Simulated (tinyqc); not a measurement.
Inside a calculation. Model: Born-Mayer model of an ionic crystal AB. Computed by tinyqc, a small Python program that keeps every step. Command: `OMP_NUM_THREADS=1 python tinyqc.py 3027137 3027138 out.jsonl bornmayer walk`. One thread of a shared host (Intel(R) Xeon(R) Processor @ 2.30GHz), about 0.01 s of CPU time with the checks. Intermediate numbers are printed to about 7 digits and carried at full precision; extremes and crossings named in words are read from the listed rows.

Energies are per ion pair and r is the nearest distance of unlike ions.

Inputs (values chosen for the exercise, for a model salt):
```
quantity,value,unit
ionic charge z,1,-
unlike repulsion lambda,1170,eV
range rho,0.309,angstrom
like repulsion lambda2,204,eV
dispersion C between like ions,5.8,eV angstrom^6
pressure P,10,GPa
```

Structure: caesium chloride. Short range: with like-ion terms.

Constants: e^2/(4 pi eps_0) = 14.39964548 eV angstrom; 1 eV/angstrom^3 = 160.2176634 GPa.

## Equilibrium distance at zero pressure

Madelung constant M, unlike neighbours z1, like neighbours z2 at f r, volume per pair: rock salt 1.747565, 6, 12, sqrt2, 2 r^3; caesium chloride 1.762675, 8, 6, 2/sqrt3, 8 r^3/(3 sqrt3); zinc blende 1.638055, 4, 12, sqrt(8/3), 16 r^3/(3 sqrt3). U(r) = -M z^2 e^2/(4 pi eps_0 r) + z1 lambda exp(-r/rho) + z2 [lambda2 exp(-f r/rho) - C/(f r)^6] (one mean like-ion term for both sublattices). Newton steps on g(r) = U'(r), from r = 9 rho: r(new) = r - U'(r)/U''(r), with the move limited to 0.3 angstrom. Where U'' is negative, move 0.3 angstrom downhill. Stop when |U'| is below 1e-9.

Newton steps:
```
step,r (angstrom),U' (eV/angstrom),U'' (eV/angstrom^2)
1,2.781000,-5.281646e-01,10.08948
2,2.833348,-4.921019e-02,8.26334
3,2.839303,-5.614961e-04,8.07541
4,2.839373,-7.551162e-08,8.07323
5,2.839373,2.824130e-15,8.07323
```

equilibrium distance r0 = 2.839373 angstrom

## Terms of the lattice energy

The formulas are those given above.

terms (eV): Coulomb -8.939261, unlike repulsion 0.956276, like repulsion 0.030181, dispersion -0.028017

lattice energy U = -7.980822 eV per pair

The short-range terms together cancel 10.7 % of the Coulomb energy.

## Bulk modulus

B = U''(r0)/(9 c r0), with the volume written as c r^3.

U''(r0) = 8.073233 eV/angstrom^2

bulk modulus B = 32.87645 GPa

## Under pressure

With the volume written as c r^3, under pressure take the root at the minimum of the enthalpy and solve U'(r) + 3 c r^2 P = 0; H = U + P V; B = (U'' - 2 U'/r)/(9 c r).

distance at P = 2.661740 angstrom

volume at P = 29.03387 angstrom^3

enthalpy at P = -6.007148 eV per pair

bulk modulus at P = 74.77293 GPa

The volume shrinks by 17.62 %, against P/B = 30.42 % in linear elasticity: the crystal stiffens.

## Three structures under pressure

The formulas are those given above.

Enthalpy (eV per pair):
```
P (GPa),rock salt,caesium chloride,zinc blende
0,-8.208064,-7.980822,-8.04508
2,-7.720891,-7.552945,-7.41169
5,-7.036979,-6.947471,-6.54109
10,-5.983179,-6.007148,-5.22502
20,-4.081770,-4.295785,-2.89618
40,-0.756346,-1.274270,1.09545
70,3.567769,2.689378,6.19316
100,7.416773,6.240760,10.67151
```

volumes at zero pressure (angstrom^3): rock salt 40.30303, caesium chloride 35.24320, zinc blende 53.05631

At zero pressure the order is rock salt < zinc blende < caesium chloride. Between 5 and 10 GPa the lowest enthalpy passes from rock salt to caesium chloride. Pressure favours the denser structure, through P V. The Madelung constants, the number of repulsive contacts and the volumes (40.3, 35.2, 53.1 angstrom^3 at P = 0) all matter. Caution: rigid ions with fixed charges leave out polarisation and covalency, so such models often misplace transition pressures.

Checks made by the program: Madelung constant against an Ewald sum (relative difference 1e-07); Newton against bracketing (relative difference below 1e-10).
